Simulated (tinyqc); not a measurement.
The gap of an alloy series: thresholds of impact ionisation and Auger recombination from band masses.

Parabolic bands, no phonon. At threshold the three slow carriers share one velocity. With M their total mass and m4 the mass of the fast carrier, the fast carrier has the kinetic energy E_T = G M/(M - m4) and the slow ones together E_a = G m4/(M - m4), the activation energy of the Auger rate. CCCH (fast electron): G = Eg, M = 2 me + mh, m4 = me. CHHS (hole into the split-off band): G = Eg - Dso, M = 2 mh + me, m4 = ms; this form holds for Eg > Dso (below, the process needs about Dso - Eg and is marked by a dash). CHHL (hole into the light band): G = Eg, M = 2 mh + me, m4 = ml. CHHH (fast heavy hole): G = Eg, M = 2 mh + me, m4 = mh.

Non-parabolic fast electron: E (1 + alpha E) = c k^2/me with alpha = (1 - me)^2/Eg; the slow carriers stay parabolic, so E_T = Eg + me E_T (1 + alpha E_T)/M, M = 2 me + mh (the root between Eg and 1.9 Eg).

Constants: kB = 8.617333262e-05 eV/K; hc = 1239.841984 eV nm.

Values chosen for the exercise (near those of GaSb, gap at low temperature and not tied to T; the results hold for these values, not for the real material): Eg = 0.789 eV (gap at Gamma to the s-like level); Dso = 0.743 eV (spin-orbit splitting); me = 0.0387 m0 (electron mass at Gamma); mh = 0.33 m0 (heavy-hole mass); ms = 0.131 m0 (split-off mass); ml = 0.0441 m0 (light-hole mass); T = 250 K (temperature).

Eg is varied with me and ml proportional to it; mh, ms and Dso are kept. E_a of three processes; wavelength hc/Eg.

Results:
```
Eg (eV)  wavelength (micrometre)      me  CCCH (meV)  CCCH non-parabolic (meV)  CHHS (meV)  CHHL (meV)  log10 exp(-E_a/kT), non-parabolic
0.237                       5.23  0.0116         8.1                      17.1           -         4.8                              -0.35
0.394                       3.15  0.0193        21.8                      48.2           -        13.2                              -0.97
0.592                       2.09  0.0290        47.9                     111.6           -        29.9                              -2.25
0.789                       1.57  0.0387        82.8                     204.0        10.6        53.2                              -4.11
0.986                       1.26  0.0484       126.0                     329.1        55.1        83.2                              -6.63
1.262                       0.98  0.0619       199.3                     568.3       115.1       136.7                             -11.46
1.578                       0.79  0.0774       299.8                     959.8       180.4       214.4                             -19.35
```

What does the comparison show, and why?

E_a of CCCH goes nearly as Eg^2 (power 1.91 over the table), as both G and me grow; the non-parabolic value goes with the power 2.12, and its Boltzmann factor spans 19.0 decades; rows with E_a far above kT are formal, since phonon-assisted processes and side valleys rule there. CHHS is resonant at Eg = Dso = 0.743 eV, with no activation, and is the easiest process near there; it has the lowest E_a of the parabolic values for Eg = 0.789, 0.986, 1.262 and 1.578 eV.

Program tinyqc; command `OMP_NUM_THREADS=1 python tinyqc.py 1850286 1850287 out.jsonl`; about 0.01 s on one thread of a shared Intel(R) Xeon(R) Processor @ 2.30GHz.
